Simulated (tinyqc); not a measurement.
One electron in a tunnel-coupled double dot: charge qubit, sensing and quantum capacitance: one step of the calculation.

Basis (left, right), H = [[ep/2, tc], [tc, -ep/2]], splitting Om = sqrt(ep^2 + 4 tc^2), ep = al times the gate voltage. In equilibrium the electron is on the right with the chance P_R = [1 + (ep/Om) tanh(Om/2 kB T)]/2.

Problem. Capacitance seen by a resonator. q^2 al^2 dP_R/d(ep) splits into Cq = q^2 al^2 (2 tc^2/Om^3) tanh(Om/2 kB T) and Ct = q^2 al^2 (ep/Om)^2/(4 kB T cosh^2(Om/2 kB T)); Ct appears only if relaxation is faster than the drive. A resonator of frequency f0, capacitance Cp and quality factor Q shifts by df = -f0 Cq/(2 Cp) and its phase by -2 Q Cq/Cp.

Parameters, values chosen for the exercise:
- tc = 4 ueV (tunnel coupling)
- T = 0.2 K (electron temperature)
- al = 0.12 eV/V (lever arm of the gate on the detuning)
- Cp = 0.49 pF (parasitic capacitance of the resonator)
- f0 = 530 MHz (resonator frequency)
- Q = 128 (loaded quality factor)
- ep = -8 ueV (detuning)

Constants: q = 1.602176634e-19 C, kB = 1.380649e-23 J/K, Vt = kB T/q. Results are converted to the units shown.

Wanted: Cq; Ct; df; phase shift.

Solution.

Cq = 16.16 aF
Ct = 15.05 aF
df = -8.738 kHz
phase shift = -483.7 millidegree

tinyqc, about 0.01 s, one thread, Intel Xeon 2.30GHz (shared host): `OMP_NUM_THREADS=1 python tinyqc.py 2470024 2470025 out.jsonl`
